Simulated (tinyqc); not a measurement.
What moves the results: localisation in a chain with random site energies (transfer matrices). A value that a table varies takes the place of the one given here.

Hopping -t; leads with site energy 0, E = -2t cos(ka). psi_(j+1) = ((e_j - E)/t) psi_j - psi_(j-1), a product of matrices M_j = [[(e_j - E)/t, -1], [1, 0]]. For M = M_N ... M_1 the transmission is T = 4 sin^2(ka)/|M21 - M12 + M22 exp(ika) - M11 exp(-ika)|^2. Long samples draw e_j = W (x_j/2147483647 - 1/2) from x_j = 16807 x_(j-1) mod 2147483647, starting at x0. The localisation length xi, in sites, is defined by ln T = -2N/xi on average; weak disorder gives xi = 24 (4t^2 - E^2)/W^2, and the mean free path for backscattering is xi/2.

Numerical xi = N/ln sqrt(psi_(N+1)^2 + psi_N^2) for N = 20000 sites from psi_1 = 1, psi_0 = 0; its statistical error is about xi sqrt(xi/N).

Inputs chosen for the exercise: t = 1.51 eV (hopping); E = -1.43 eV (energy); x0 = 7618 (start of the number sequence); W = 2.38 eV (full width of the disorder).

## Localisation length against disorder

The same number sequence scaled by W.

xi (sites):
```
W/t   W (eV)  numerical  error  weak disorder  strong: 1/(ln(W/2t) - 1)
1.0    1.510     75.518  4.640         74.476                         -
1.5    2.265     32.454  1.307         33.100                         -
2.0    3.020     17.977  0.539         18.619                         -
3.0    4.530      8.030  0.161          8.275                         -
4.0    6.040      5.038  0.080          4.655                         -
6.0    9.060      2.634  0.030          2.069                         -
10.0  15.100      1.386  0.012          0.745                     1.641
16.0  24.160      0.889  0.006          0.291                     0.926
```

At W = t the numerical value is 75.5 +/- 4.6 against 74.5, and at 2t 17.98 +/- 0.54 against 18.62. The weak-disorder formula is within 15 % for W/t = 1, 1.5, 2, 3 and 4; at W = 16t it gives 0.29 and the strong-disorder form 0.93, against 0.89. All states of the chain are localised; disorder only sets the length.

## From ballistic to localised

200 samples of each length, cut one after another from the start of the sequence. Typical T = exp(mean ln T). Ohmic: 1/(1 + 2N/xi); localised: exp(-2N/xi), both with the weak-disorder xi.

Transmission:
```
N   mean T  typical T  spread of ln T  ohmic  localised
2    0.888      0.882           0.114  0.882      0.875
5    0.720      0.690           0.308  0.750      0.716
10   0.556      0.495           0.532  0.600      0.513
20   0.363      0.252           0.977  0.428      0.263
40   0.194     0.0660           1.766  0.273     0.0694
80  0.0485    0.00327           2.813  0.158    0.00481
```

With xi = 30.0 sites, mean and typical T are 0.720 and 0.690 at N = 5, and 0.0485 and 0.00327 at N = 80, where ln T scatters by 2.8. The slope of ln(typical T) between 40 and 80 sites gives xi = 26.6, uncertain by about 8 % from the scatter of 200 samples. At N = 80 the ohmic law gives 48.3 times the typical value: a single channel has no ohmic range beyond a mean free path, and the mean is carried by rare resonant samples.

## What each parameter does

Numerical and weak-disorder xi. Each row changes one parameter from the base and keeps the others.

Results:
```
case          numerical xi (sites)  weak-disorder xi (sites)
base                         29.36                     29.98
t = 1.736 eV                 41.44                     42.41
E = -1 eV                    33.98                     34.41
W = 2.856 eV                 20.49                     20.82
x0 = 7619                    30.37                     29.98
```

The largest shifts from the base row, up to three for each result and ties (the steps differ in size, so this ranks the rows, not the parameters). numerical xi (sites): t +12.08, W -8.87, E +4.62. weak-disorder xi (sites): t +12.43, W -9.16, E +4.43; unchanged at the printed digits by x0. A new x0 is another sample of the same disorder; its shift is one draw of the statistical scatter, about xi sqrt(xi/N); the other rows share one sample, so their errors are correlated.

Computed by tinyqc, a small Python program: `OMP_NUM_THREADS=1 python tinyqc.py 1481516 1481517 out.jsonl` (the numbers bound the seed that draws the inputs); one thread of a shared host (Intel(R) Xeon(R) Processor @ 2.30GHz), about 0.07 s for the whole set of steps.
